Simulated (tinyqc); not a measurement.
Changing the fraction x of B sites: two-sublattice mean-field magnet: ferrimagnet, compensation points and susceptibility. Computed by tinyqc, a small Python program. Command: `OMP_NUM_THREADS=1 python tinyqc.py 3024492 3024493 out.jsonl ferri sweep`. One thread of a shared host (Intel(R) Xeon(R) Processor @ 2.30GHz), about 0.03 s of CPU time with the checks.

A random alloy A(1-x)B(x) with H = -sum over pairs J S_i.S_j. a = <S_A> and b = <S_B> are taken along z, a > 0. Exchange fields: h_A = (1 - x) zJ_AA a + x zJ_AB b, h_B = (1 - x) zJ_AB a + x zJ_BB b; a = S_A B_(S_A)(S_A h_A/(k_B T)) and likewise for b, with the Brillouin function B_S(y) = [(2S + 1)/(2S)] coth[(2S + 1) y/(2S)] - [1/(2S)] coth[y/(2S)].

Inputs (values chosen for the exercise, for a model ferrimagnet):
```
quantity,value,unit
spin S_A,2,-
spin S_B,1.5,-
g factor g_A,2.2,-
g factor g_B,2,-
z J_AA,31.2,meV
z J_BB,1.5,meV
z J_AB,-16,meV
T over T_c,0.55,-
largest number of steps,3000,-
```

Constants: k_B = 8.617333262e-05 eV/K.

Method:
- Linearised, T (a, b) = M (a, b) with M_ij = S_i (S_i + 1) c_j zJ_ij/(3 k_B), c_A = 1 - x, c_B = x. T_c is the larger eigenvalue, and its eigenvector gives b/a at onset, (T_c - M_AA)/M_AB.
- Repeat from a = S_A, b = -S_B until a and b change by less than 1e-10.
- Net moment m = (1 - x) g_A a + x g_B b in mu_B per site; net spin s = (1 - x) a + x b. At T = 0, a = S_A and b = -S_B. Effective g = m/s.
- T_M: m = 0; T_A: s = 0; searched between 0.02 and 0.97 T_c, and given as 0 if there is no change of sign.

One run for each value:
```
fraction x of B sites,m at T = 0 (mu_B),magnetic compensation T_M (K),T_c (K),net moment m (mu_B),angular-momentum compensation T_A (K)
0.08,3.808,0,675.61,3.4035,0
0.13,3.438,0,645.16,3.1328,0
0.18,3.068,0,614.61,2.8625,0
0.24,2.624,0,577.79,2.5387,0
0.29,2.254,0,546.95,2.2696,0
0.34,1.884,0,515.95,2.0011,0
0.39,1.514,0,484.76,1.7335,0
0.45,1.070,0,447.05,1.4137,0
0.50,0.700,0,415.33,1.1486,0
0.55,0.330,0,383.30,0.8853,0
```

Describe and explain the trends.

Over the rows, m at T = 0 (mu_B) falls from 3.81 to 0.330; magnetic compensation T_M (K) does not change; T_c (K) falls from 676 to 383 (exponent d ln y / d ln x -0.095 between the first rows and -0.84 between the last). A zero marks no compensation point.

Extremes, crossings and ranges named in words are read from the listed rows.
